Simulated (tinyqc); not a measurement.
X-ray photoelectron analysis of a thin oxide on a semiconductor: attenuation lengths, thickness, angle series and band offsets: one step, computed by the program tinyqc.

The same element is seen in the oxide and in the substrate, at nearly the same kinetic energy; films are flat and uniform, and the work function is ignored.

Question. Inelastic mean free paths. TPP-2M: lambda = E/(E_p^2 [b ln(c E) - C/E + D/E^2]) in angstrom, E_p = 28.8 sqrt(N_v rho/M), b = -0.10 + 0.944/sqrt(E_p^2 + E_g^2) + 0.069 rho^0.1, c = 0.191/sqrt(rho), U = N_v rho/M, C = 1.97 - 0.91 U, D = 53.4 - 20.8 U, with E = photon energy less binding energy in eV. Attenuation length L = factor x lambda.

Inputs (values chosen for the exercise, modelled on SiO2 on silicon):

| quantity | value | unit |
|---|---|---|
| photon energy | 1486.6 | eV |
| binding energy of the core level | 99.4 | eV |
| oxide density | 2.17 | g/cm^3 |
| oxide formula mass | 60.08 | g/mol |
| valence electrons per oxide formula | 16 | - |
| oxide gap | 9.01 | eV |
| substrate density | 2.33 | g/cm^3 |
| substrate formula mass | 28.09 | g/mol |
| valence electrons per substrate formula | 4 | - |
| substrate gap | 1.12 | eV |
| attenuation length over inelastic mean free path | 0.93 | - |

Give: kinetic energy E; the table «Terms» with the columns E_p (eV), b, c, lambda (nm), for layer = oxide, substrate; L in the oxide; L in the substrate.

Answer.

kinetic energy E = 1387.2 eV

Terms:

| layer | E_p (eV) | b | c | lambda (nm) |
|---|---|---|---|---|
| oxide | 21.894 | 0.014431 | 0.12966 | 3.9156 |
| substrate | 16.589 | 0.031866 | 0.12513 | 3.0898 |

L in the oxide = 3.6415 nm

L in the substrate = 2.8735 nm
